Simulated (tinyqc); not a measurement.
Carrier statistics of a doped semiconductor with parabolic bands: one step. The neutral state. Five cases, with inputs chosen for the exercise.

Task: Solve the neutrality condition for EF to convergence.

Energies are counted from Ev, so Ec = Eg. n = Nc F_1/2((EF - Eg)/kT), p = Nv F_1/2(-EF/kT), ND+ = ND/(1 + 2 exp((EF - Eg + ED)/kT)), NA- = NA/(1 + 4 exp((EA - EF)/kT)); neutrality asks p + ND+ = n + NA-. F_j(eta) = (1/Gamma(j + 1)) integral_0^infinity x^j dx/(1 + exp(x - eta)), which tends to exp(eta) for eta << 0.

Case 1.

Values chosen (near those of InP; the results hold for these values, not for the real material): ND = 2.8e+14 1/cm^3 (donors); NA = 5.2e+13 1/cm^3 (acceptors); ED = 0.00588 eV (donor level below Ec); EA = 0.0458 eV (acceptor level above Ev).

Eg = 1.3471277 eV
kT = 0.02585200 eV
Nc = 6.142050e+17 1/cm^3
Nv = 1.292700e+19 1/cm^3

Case 2.

Values chosen (near those of AlAs; the results hold for these values, not for the real material): ND = 1.5e+12 1/cm^3 (donors); NA = 4.4e+18 1/cm^3 (acceptors); ED = 0.07 eV (donor level below Ec); EA = 0.0599 eV (acceptor level above Ev).

Eg = 2.1584565 eV
kT = 0.02585200 eV
Nc = 1.630339e+19 1/cm^3
Nv = 1.788751e+19 1/cm^3

Case 3.

Values chosen (near those of GaAs; the results hold for these values, not for the real material): ND = 4.6e+14 1/cm^3 (donors); NA = 1.7e+14 1/cm^3 (acceptors); ED = 0.00583 eV (donor level below Ec); EA = 0.0262 eV (acceptor level above Ev).

Eg = 1.3983694 eV
kT = 0.03016067 eV
Nc = 5.508662e+17 1/cm^3
Nv = 1.195622e+19 1/cm^3

Case 4.

Values chosen (near those of GaP; the results hold for these values, not for the real material): ND = 5.3e+16 1/cm^3 (donors); NA = 2e+17 1/cm^3 (acceptors); ED = 0.0925 eV (donor level below Ec); EA = 0.0546 eV (acceptor level above Ev).

Eg = 2.3441739 eV
kT = 0.01292600 eV
Nc = 9.541949e+18 1/cm^3
Nv = 6.553055e+18 1/cm^3

Case 5.

Values chosen (near those of GaSb; the results hold for these values, not for the real material): ND = 1.7e+14 1/cm^3 (donors); NA = 2.9e+12 1/cm^3 (acceptors); ED = 0.00304 eV (donor level below Ec); EA = 0.0133 eV (acceptor level above Ev).

Eg = 0.5992521 eV
kT = 0.04868793 eV
Nc = 5.208101e+17 1/cm^3
Nv = 1.634866e+19 1/cm^3

Give: EF; n; p; ND+; NA-.

Result:

Case 1.

EF = 1.1429 eV
n = 2.28e+14 1/cm^3
p = 0.816 1/cm^3
ND+ = 2.80e+14 1/cm^3
NA- = 5.20e+13 1/cm^3

The material is n-type; 99.9 % of the donors are ionised. EF lies 7.90 kT inside the gap from the conduction edge, so Boltzmann statistics would serve; n p/(Nc Nv exp(-Eg/kT)) = 1.000.

Case 2.

EF = 0.0697 eV
n = 1.33e-16 1/cm^3
p = 1.18e+18 1/cm^3
ND+ = 1.50e+12 1/cm^3
NA- = 1.18e+18 1/cm^3

The material is p-type; 26.8 % of the acceptors are ionised. EF lies 2.70 kT inside the gap from the valence edge, so the Fermi integral is needed; n p/(Nc Nv exp(-Eg/kT)) = 0.977.

Case 3.

EF = 1.1706 eV
n = 2.89e+14 1/cm^3
p = 166 1/cm^3
ND+ = 4.59e+14 1/cm^3
NA- = 1.70e+14 1/cm^3

The material is n-type; 99.9 % of the donors are ionised. EF lies 7.55 kT inside the gap from the conduction edge, so Boltzmann statistics would serve; n p/(Nc Nv exp(-Eg/kT)) = 1.000.

Case 4.

EF = 0.0687 eV
n = 3.36e-58 1/cm^3
p = 3.22e+16 1/cm^3
ND+ = 5.30e+16 1/cm^3
NA- = 8.52e+16 1/cm^3

The material is p-type; 42.6 % of the acceptors are ionised. EF lies 5.31 kT inside the gap from the valence edge, so Boltzmann statistics would serve; n p/(Nc Nv exp(-Eg/kT)) = 0.998.

Case 5.

EF = 0.3843 eV
n = 6.27e+15 1/cm^3
p = 6.11e+15 1/cm^3
ND+ = 1.66e+14 1/cm^3
NA- = 2.89e+12 1/cm^3

The material is nearly intrinsic; 97.5 % of the donors are ionised. EF lies 4.42 kT inside the gap from the conduction edge, so Boltzmann statistics would serve; n p/(Nc Nv exp(-Eg/kT)) = 0.996.

Computed by tinyqc, one run a case: `OMP_NUM_THREADS=1 python tinyqc.py N N+1 out.jsonl` with N = 1681258, 1681471, 1681474, 1681745, 1681786; one thread of a shared Intel(R) Xeon(R) Processor @ 2.30GHz, about 0.02 s a run at most.
